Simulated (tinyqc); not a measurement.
Tight binding, dimerised chain, step by step. One step of it, computed by the program tinyqc.

Problem. Levels at X. Diagonalise the Hermitian matrix.

H(k) at X (eV):
```
          A         B
A  0.000000  1.470000
B  1.470000  0.000000
```

Give: eigenvalues; weights |c|^2 of the basis functions.

Solution.

eigenvalues (eV): -1.4700  1.4700

weights |c|^2 of the basis functions:
```
   band 1  band 2
A  0.5000  0.5000
B  0.5000  0.5000
```
